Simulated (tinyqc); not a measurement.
From a target level to the width: type-II superlattice in the two-band Kane model. Five cases, with inputs chosen for the exercise.

Problem. Which width a puts the bottom of C1 at the energy below?

Motion along the axis, period d = a + b, c = hbar^2/2m0. Conduction and light-hole bands couple: (E - Ec)(E - Ev) = Ep c k^2 in each layer, with mass m(E) = (E - Ev)/Ep, which may be negative. The conduction envelope psi and psi'/m(E) are continuous; a layer carries them by [[cos kt, (m/k) sin kt], [-(k/m) sin kt, cos kt]] (cosh and sinh for k^2 < 0), and cos(q d) = tr(M_B M_A)/2. C1 is the first miniband above EvB, with its bottom at tr/2 = +1 and its top at -1; the gap is the bottom of C1 less the top heavy-hole level HH1.

Constants: hbar^2/2m0 = 3.80998211 eV angstrom^2.

Case 1.

Values chosen (near those of an InAs/GaSb superlattice; shifted at random, so the results belong to these values and not to a real crystal): b = 34 angstrom (layer B); EcA = 0 eV (conduction edge of A); EvA = -0.425 eV (valence edge of A); EcB = 0.968 eV (conduction edge of B); EvB = 0.161 eV (valence edge of B); EpA = 14.5 eV (coupling energy in A); EpB = 17.9 eV (coupling energy in B).

bottom of C1 = 0.454458 eV

Case 2.

Values chosen (near those of an InAs/GaSb superlattice; shifted at random, so the results belong to these values and not to a real crystal): b = 35 angstrom (layer B); EcA = 0 eV (conduction edge of A); EvA = -0.422 eV (valence edge of A); EcB = 0.921 eV (conduction edge of B); EvB = 0.124 eV (valence edge of B); EpA = 14.4 eV (coupling energy in A); EpB = 18.3 eV (coupling energy in B).

bottom of C1 = 0.326458 eV

Case 3.

Values chosen (near those of an InAs/GaSb superlattice; shifted at random, so the results belong to these values and not to a real crystal): b = 22 angstrom (layer B); EcA = 0 eV (conduction edge of A); EvA = -0.418 eV (valence edge of A); EcB = 0.932 eV (conduction edge of B); EvB = 0.133 eV (valence edge of B); EpA = 14.4 eV (coupling energy in A); EpB = 17.8 eV (coupling energy in B).

bottom of C1 = 0.318263 eV

Case 4.

Values chosen (near those of an InAs/GaSb superlattice; shifted at random, so the results belong to these values and not to a real crystal): b = 59 angstrom (layer B); EcA = 0 eV (conduction edge of A); EvA = -0.409 eV (valence edge of A); EcB = 0.976 eV (conduction edge of B); EvB = 0.156 eV (valence edge of B); EpA = 14.3 eV (coupling energy in A); EpB = 18 eV (coupling energy in B).

bottom of C1 = 0.292564 eV

Case 5.

Values chosen (near those of an InAs/GaSb superlattice; shifted at random, so the results belong to these values and not to a real crystal): b = 50 angstrom (layer B); EcA = 0 eV (conduction edge of A); EvA = -0.425 eV (valence edge of A); EcB = 0.982 eV (conduction edge of B); EvB = 0.17 eV (valence edge of B); EpA = 14.5 eV (coupling energy in A); EpB = 18.1 eV (coupling energy in B).

bottom of C1 = 0.355253 eV

Find: k in A; kappa in B; a.

Solution. At q = 0 the state is even in both layers: (k/m_A) tan(k a/2) = (kappa/m_B) tanh(kappa b/2) with the masses at that energy; the first branch of the arctangent gives a.

Case 1.

k in A = 0.08506 1/angstrom
kappa in B = 0.04701 1/angstrom
a = 22.0 angstrom

Case 2.

k in A = 0.06674 1/angstrom
kappa in B = 0.04155 1/angstrom
a = 32.0 angstrom

Case 3.

k in A = 0.06535 1/angstrom
kappa in B = 0.04095 1/angstrom
a = 28.0 angstrom

Case 4.

k in A = 0.06138 1/angstrom
kappa in B = 0.03689 1/angstrom
a = 41.0 angstrom

Case 5.

k in A = 0.07083 1/angstrom
kappa in B = 0.04103 1/angstrom
a = 33.0 angstrom

Computed by tinyqc, one run a case: `OMP_NUM_THREADS=1 python tinyqc.py N N+1 out.jsonl` with N = 1282493, 1282503, 1282524, 1282532, 1282623; one thread of a shared Intel(R) Xeon(R) Processor @ 2.30GHz, about 0.1 s a run at most.
